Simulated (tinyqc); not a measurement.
Thermoelectric coefficients with electrons and holes, Landauer integrals: one step of the calculation.

Bulk parabolic band, x = (E - Ec)/kB T, C = hbar^2/(2 m0), kB T in eV. Modes per area gv m kB T x/(4 pi C) times the back-scattering length l0 x^rr give the transport function s0 X(x), s0 = (2 q^2/h) gv m kB T l0/(4 pi C), X = x^(1 + rr). Holes have the same form with the prefactor bb s0 and the reduced level -eta - xg in place of eta. I_k = int X (x - eta)^k w dx, w = 1/(4 cosh^2((x - eta)/2)).

Problem. Both bands together. sigma = s0 I_0, S = -(kB/q) I_1/I_0, Lorenz number L = (kB/q)^2 [I_2/I_0 - (I_1/I_0)^2], kappa_e = L sigma T. With both bands: sigma = sigma_n + sigma_p, S = (sigma_n S_n + sigma_p S_p)/sigma with S_p = +(kB/q) I_1/I_0 of the holes, and kappa_e is the sum of L sigma T of both bands and the bipolar term sigma_n sigma_p (S_p - S_n)^2 T/sigma. Power factor S^2 sigma, ZT = S^2 sigma T/(kappa_e + kL).

Values chosen for this exercise: temperature T = 300 K; mass of one valley m = 0.57 m0; valleys gv = 4; back-scattering length at x = 1 l0 = 4.9 nm; lattice thermal conductivity kL = 2.8 W/(m K); reduced Fermi level (EF - Ec)/kB T eta = 0.8; gap over kB T xg = 3; ratio of the hole prefactor to the electron prefactor bb = 1.4.

Constants: q = 1.602176634e-19 C, kB = 1.380649e-23 J/K, hbar = 1.054571817e-34 J s, h = 6.62607015e-34 J s, m0 = 9.1093837015e-31 kg, Vt = kB T/q, hbar^2/(2 m0) = 0.0380998212 eV nm^2. Results are converted to the units shown.

sigma = 1456.4004 S/cm
S = -234.42040 uV/K
kappa_e = 0.97669609 W/(m K)
converged I_0, I_1, I_2 of the holes: [0.044493775, 0.30292810, 2.1959146]

Give: sigma_p; S_p; S; bipolar kappa; ZT.

Solution.

sigma_p = 29.11 S/cm
S_p = 586.7 uV/K
S = -218.3 uV/K
bipolar kappa = 0.5774 W/(m K)
ZT = 0.4857

Holes carry 1.96 % of the conductivity and change S from -234 to -218 uV/K. Electrons alone would give ZT = 0.636.

Range of the model: Parabolic bands, elastic scattering and a fixed kL make these model figures, not those of a material.

tinyqc, about 0.04 s, one thread, Intel Xeon 2.30GHz (shared host): `OMP_NUM_THREADS=1 python tinyqc.py 2800128 2800129 out.jsonl`
